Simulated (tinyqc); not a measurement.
Wafer bonding and layer transfer: bond energy, gap closing, particles, bonding of dissimilar wafers and hydrogen blisters: one step, computed by the program tinyqc. Command: `OMP_NUM_THREADS=1 python tinyqc.py 3014126 3014127 out.jsonl bond walk`. One thread of a shared host (Intel(R) Xeon(R) Processor @ 2.30GHz), about 0.01 s of CPU time with the checks.

gamma is the energy per area of each of the two surfaces; plates are isotropic.

Problem. Bond energy from the blade test. Two cantilevers opened by t_b: gamma = 3 t_b^2 E1 t1^3 E2 t2^3/(16 L^4 (E1 t1^3 + E2 t2^3)).

Inputs (values chosen for the exercise, with wafer 1 close to silicon):
```
quantity             value        unit
Young's modulus E1     150         GPa
Young's modulus E2    73.2         GPa
thickness t1           775  micrometre
thickness t2           200  micrometre
blade thickness t_b    230  micrometre
crack length L        11.8          mm
```

Pair: two different wafers.

Give: bond energy gamma.

Solution.

bond energy gamma = 0.29710 J/m^2

An error of 5 % in L changes gamma by about 20 %. This is the level of van der Waals or hydrogen bonds, as after contact at room temperature.
